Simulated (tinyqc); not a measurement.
What each parameter does: Wannier functions of a composite (isolated) pair of valence bands (bonds of an sp chain).

Each atom has a hybrid pointing left (<) and right (>). H(k): diagonal +V3 on A, -V3 on B; <A<|A>> = -V1a, <B<|B>> = -V1b, <A>|B<> = -V2, <B>|A<> = -V2p exp(ik); k in 1/a, Bloch sums with exp(ikR). The two lowest bands are filled. Trial functions in cell 0: g1 = cos(c) A> + sin(c) B<, and g2 = sin(c) B> + cos(c) A< of cell 1, whose Bloch vector has cos(c) exp(-ik) on A<. Projection A_mn = <psi_m|g_n>, S = A^+ A, Loewdin U = A S^(-1/2), Bloch-like states w_n = sum_m psi_m U_mn, H_W(k) = U^+ diag(E) U. P = sum_m |psi_m><psi_m| is free of phase choices, and S = g^+ P g, w = P g S^(-1/2).

Values chosen for the exercise:
- V2 = 4.85 eV (coupling in the bond A-B inside the cell)
- V2p = 3.65 eV (coupling in the bond to the next cell)
- V1a = 1.22 eV (coupling of the two hybrids on A)
- V1b = 0.69 eV (the same on B)
- V3 = 0 eV (A at +V3, B at -V3)
- c = 65 degrees (trial bonds cos(c) on A, sin(c) on B)
- xb = 0.42 a (position of B (A at 0))

N = 12: centres, total spread (point-like hybrids at R and R + xb) and H_12(0).

One parameter was then changed.

Results before and after:
```
case     centre 1 (a)  centre 2 (a)  total spread (a^2)  H_12(0) (eV)
base           0.2083        0.7117              0.1317       -0.3387
changed        0.2074        0.7126              0.1327       -0.3365
```

Which of these changes was made? (a) V1a = 1.42 eV; (b) V2 = 5.25 eV; (c) V2p = 4.05 eV; (d) V1b = 0.89 eV; (e) xb = 0.47 a; (f) V3 = 0.4 eV.

Answer: (a) V1a = 1.42 eV. Of the candidates, run in turn, only this one gives the changed row.

All candidates:
```
case           centre 1 (a)  centre 2 (a)  total spread (a^2)  H_12(0) (eV)
base                 0.2083        0.7117              0.1317       -0.3387
V2 = 5.25 eV         0.2084        0.7116              0.1314       -0.3392
V2p = 4.05 eV        0.2084        0.7116              0.1314       -0.3393
V1a = 1.42 eV        0.2074        0.7126              0.1327       -0.3365
V1b = 0.89 eV        0.2088        0.7112              0.1324       -0.4369
V3 = 0.4 eV          0.2251        0.6808              0.1304       -0.3710
xb = 0.47 a          0.2333        0.7367              0.1290       -0.3387
```

tinyqc: `OMP_NUM_THREADS=1 python tinyqc.py 1451491 1451492 out.jsonl`; about 0.2 s, one thread, shared Intel(R) Xeon(R) Processor @ 2.30GHz.
